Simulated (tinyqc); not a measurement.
# From cation line with ligand back to log10 of the stability constant beta of ML

Model: potential-pH (Pourbaix) lines of a metal, its cation, its oxide and an oxyanion, with a complexing ligand. Computed by tinyqc, a small Python program. Command: `OMP_NUM_THREADS=1 python tinyqc.py 3013544 3013545 out.jsonl pourb inv`. One thread of a shared host (Intel(R) Xeon(R) Processor @ 2.30GHz), about 0.01 s of CPU time with the checks.

Potentials are against the standard hydrogen electrode; solids and water have unit activity; dG_f of M, H+ and the electron is zero; F = e N_A and s = R T ln(10)/F. The cation carries z = 2.

Inputs (values chosen for the exercise, modelled on iron):

| quantity | value | unit |
|---|---|---|
| dG_f of the cation | -80.36 | kJ/mol |
| dG_f of the oxide | -250.64 | kJ/mol |
| dG_f of the oxyanion | -323.04 | kJ/mol |
| dG_f of water | -237.14 | kJ/mol |
| temperature T | 298.15 | K |
| log10 of the dissolved activity a | -4 | - |
| pH | 7.9 | - |
| pKa of HL | 8 | - |
| total ligand c_L | 0.11 | mol/L |

Species: M, M2+, MO, MO2(2-).

Constants: R = 8.314462618 J/(mol K); e = 1.602176634e-19 C; N_A = 6.02214076e+23 1/mol.

Method. M2+ + 2e = M; MO + 2H+ + 2e = M + H2O; MO2(2-) + 4H+ + 2e = M + 2H2O. For each, E0 = -dG/(z F), and E = E0 + (s/z) log10 a - (s n_H/z) pH, with no activity term for the oxide. The free ligand is c_L/(1 + 10^(pKa - pH)) (ligand in excess); dissolved metal is a in all, so the free cation is a/alpha, alpha = 1 + beta [L]; the cation line drops by (s/z) log10 alpha.

Problem. A run gave the result below. Find the log10 of the stability constant beta of ML, known to lie between 3.7 and 5.5.

cation line with ligand = -0.6350795 V

Solution.

Each step takes the trial c = (a f_b - b f_a)/(f_b - f_a), f being the result less the target and a, b, c the logarithms of the listed values; c replaces end b, the old b replaces a if the sign of f changed, and otherwise f_a is halved.

Scan of the range:

| log10 of the stability constant beta of ML | cation line with ligand (V) |
|---|---|
| 3.70 | -0.605429 |
| 3.95 | -0.612801 |
| 4.22 | -0.620774 |
| 4.51 | -0.629344 |
| 4.82 | -0.638509 |
| 5.15 | -0.648269 |
| 5.50 | -0.658621 |

False position (Illinois rule, in the logarithm of the input) inside the bracket:

| step | end a | end b | trial | cation line with ligand (V) |
|---|---|---|---|---|
| 1 | 4.51000 | 4.82000 | 4.70157 | -0.635008 |
| 2 | 4.82000 | 4.70157 | 4.70397 | -0.635079 |
| 3 | 4.82000 | 4.70397 | 4.70403 | -0.635080 |
| 4 | 4.70397 | 4.70403 | 4.70400 | -0.635080 |

Cation line with ligand falls at every point of a 13-point scan of the range (every second point is shown), so one value fits; it is bracketed by 4.51 and 4.82. Answer: log10 of the stability constant beta of ML = 4.704.
